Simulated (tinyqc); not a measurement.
## Gap voltage and exponent from three temperatures

Inverse problem. At constant current VBE(T) = Vg0 - a T - eta (kB T/q) ln T, where a is a constant. Find Vg0, eta and dVBE/dT at the middle temperature.

Constants: q = 1.602176634e-19 C, kB = 1.380649e-23 J/K. Results are converted to the units shown.

T (K): [233, 273, 330]
VBE at a constant current (V): [0.8932918049, 0.8364657072, 0.7528248774]

Solution. The relation is linear in Vg0, a and eta, so three points give a linear system; the slope is (VBE - Vg0 - eta kB T/q)/T. eta rests on the curvature of VBE(T) alone, so real fits need accuracy of some tens of microvolts or better.

Vg0 = 1.157 V
eta = 3.100
dVBE/dT = -1.441 mV/K

Program tinyqc, `OMP_NUM_THREADS=1 python tinyqc.py 2062111 2062112 out.jsonl`; Intel Xeon 2.30GHz, shared host, one thread, about 0.02 s.
